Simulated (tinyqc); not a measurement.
# Fully depleted semiconductor-on-insulator film with two gates, non-linear Poisson equation by Newton steps: effects of single changes

One dimension across the film, front interface at x = 0, back interface at x = ts. psi is counted from the intrinsic level, n = ni exp(psi/Vt) (source grounded), holes neglected, acceptors ionised. Gates act through Cox = eps0 eox/tox and Cbox = 3.9 eps0/tb with potentials G1 = Vg - (phiM - chi - Vt ln(Nc/ni)) and G2 = Vb - (phiB - chi - Vt ln(Nc/ni)). Classical Boltzmann densities, no interface charge, no depletion in the back plane.

Inputs (values chosen for the exercise); band and dielectric values close to those of In0.53Ga0.47As: temperature T = 350 K; band gap Eg = 0.744 eV; relative permittivity eps_r = 14.1; conduction-band density of states at T Nc = 2.65e17 cm^-3; valence-band density of states at T Nv = 9.63e18 cm^-3; electron affinity chi = 4.51 eV; relative permittivity of the gate insulator (close to silicon dioxide) eox = 3.9; insulator thickness tox = 4.8 nm; film thickness ts = 16 nm; buried-oxide thickness (eps_r 3.9) tb = 16 nm; acceptor density of the film Na = 1e15 cm^-3; work function of the front gate phiM = 4.77 eV; work function of the back plane phiB = 5.2 eV; back-gate voltage Vb = -1.8 V.

Constants: q = 1.602176634e-19 C, kB = 1.380649e-23 J/K, Vt = kB T/q, eps0 = 8.8541878128e-14 F/cm where lengths are in cm. Results are converted to the units shown.

Each table varies one quantity; the others keep the values above.

## Charge against front-gate voltage

ni = sqrt(Nc Nv) exp(-Eg/(2 Vt)), Eg in volts. The Poisson equation eps0 eps_r d2psi/dx2 = q (n + Na), with -eps0 eps_r dpsi/dx = Cox (G1 - psi) at x = 0 and eps0 eps_r dpsi/dx = Cbox (G2 - psi) at x = ts, is solved on 300 equal intervals with half boxes at both ends; N_inv is the trapezoid sum of n. Swing = ln 10/(d ln N_inv/dVg); the last column is (dN_inv/dVb)/(dN_inv/dVg).

Result of one run:

| Vg (V) | psi front (V) | psi back (V) | N_inv (cm^-2) | centroid/ts | swing (mV/decade) | q dN_inv/dVg over Cox | back/front leverage |
|---|---|---|---|---|---|---|---|
| 0.82 | 0.295 | -0.240 | 1.13e10 | 0.0563 | 92.7 | 0.0623 | 0.250 |

What becomes of these results when the front-gate voltage Vg is changed from 0.82 to 0.67 V, all else the same?

Result of the changed run:

| Vg (V) | psi front (V) | psi back (V) | N_inv (cm^-2) | centroid/ts | swing (mV/decade) | q dN_inv/dVg over Cox | back/front leverage |
|---|---|---|---|---|---|---|---|
| 0.67 | 0.176 | -0.333 | 2.26e8 | 0.0592 | 87.0 | 0.00133 | 0.251 |

The whole series:

| Vg (V) | psi front (V) | psi back (V) | N_inv (cm^-2) | centroid/ts | swing (mV/decade) | q dN_inv/dVg over Cox | back/front leverage |
|---|---|---|---|---|---|---|---|
| 0.52 | 0.0543 | -0.428 | 4.25e6 | 0.0625 | 86.9 | 2.51e-5 | 0.252 |
| 0.67 | 0.176 | -0.333 | 2.26e8 | 0.0592 | 87.0 | 0.00133 | 0.251 |
| 0.82 | 0.295 | -0.240 | 1.13e10 | 0.0563 | 92.7 | 0.0623 | 0.250 |
| 0.97 | 0.384 | -0.172 | 1.97e11 | 0.0535 | 190 | 0.533 | 0.249 |
| 1.12 | 0.423 | -0.145 | 6.58e11 | 0.0507 | 430 | 0.785 | 0.249 |
| 1.27 | 0.444 | -0.132 | 1.22e12 | 0.0482 | 721 | 0.867 | 0.248 |
| 1.42 | 0.459 | -0.125 | 1.82e12 | 0.0460 | 1.03e3 | 0.903 | 0.247 |
| 1.57 | 0.470 | -0.120 | 2.43e12 | 0.0440 | 1.35e3 | 0.924 | 0.247 |
| 1.72 | 0.479 | -0.116 | 3.06e12 | 0.0421 | 1.67e3 | 0.937 | 0.246 |

N_inv passes 1e11 cm^-2 at Vg = 0.922 V. The swing starts at 86.9 mV a decade, against (1 + k) Vt ln 10 = 85.8 for a front channel with k = Cs Cbox/(Cox (Cs + Cbox)) = 0.235, Cs = eps0 eps_r/ts; above threshold this column is no longer a subthreshold swing. The centroid falls from 0.0625 to 0.0421 of ts and the leverage of the back gate falls from 0.252 to 0.246. For Vg = 0.82, 0.97, 1.12, 1.27, 1.42, 1.57, 1.72 the density at an interface exceeds 0.3 Nc, where Boltzmann statistics fail. In every row the classical centroid lies within 3 nm of an interface, where confinement, left out, would push it away.

## Threshold and coupling against the film thickness

VT is the Vg for N_inv = 1e11 cm^-2; -dVT/dVb from the linearised equation. Limits with Cs = eps0 eps_r/ts: front channel Cs Cbox/(Cox (Cs + Cbox)), back channel Cbox (Cox + Cs)/(Cox Cs). Swing at N_inv = 1e8 cm^-2.

Result of one run:

| ts (nm) | VT (V) | centroid/ts at VT | -dVT/dVb | front-channel limit | back-channel limit | swing (mV/decade) |
|---|---|---|---|---|---|---|
| 15 | 0.931 | 0.0572 | 0.253 | 0.238 | 0.559 | 87.2 |

What becomes of these results when the film thickness ts is changed from 15 to 21 nm, all else the same?

Result of the changed run:

| ts (nm) | VT (V) | centroid/ts at VT | -dVT/dVb | front-channel limit | back-channel limit | swing (mV/decade) |
|---|---|---|---|---|---|---|
| 21 | 0.882 | 0.0442 | 0.235 | 0.220 | 0.663 | 85.9 |

The whole series:

| ts (nm) | VT (V) | centroid/ts at VT | -dVT/dVb | front-channel limit | back-channel limit | swing (mV/decade) |
|---|---|---|---|---|---|---|
| 4 | 1.04 | 0.178 | 0.295 | 0.281 | 0.369 | 90.1 |
| 5.6 | 1.03 | 0.133 | 0.289 | 0.274 | 0.397 | 89.6 |
| 7.7 | 1.00 | 0.100 | 0.280 | 0.265 | 0.433 | 89.0 |
| 11 | 0.968 | 0.0738 | 0.267 | 0.252 | 0.490 | 88.1 |
| 15 | 0.931 | 0.0572 | 0.253 | 0.238 | 0.559 | 87.2 |
| 21 | 0.882 | 0.0442 | 0.235 | 0.220 | 0.663 | 85.9 |

As ts goes from 4 to 21, VT falls from 1.04 to 0.882 V, the centroid falls from 0.178 to 0.0442 of ts and -dVT/dVb falls from 0.295 to 0.235. The coupling covers 16.8 % of the way from the front-channel to the back-channel limit in the first row and 3.28 % in the last. For ts = 4, 5.6, 7.7 the film is thin enough for confinement to raise VT, which is left out.

Numbers from tinyqc (`OMP_NUM_THREADS=1 python tinyqc.py 2190027 2190028 out.jsonl`; about 0.3 s on one thread of a shared Intel Xeon 2.30GHz).
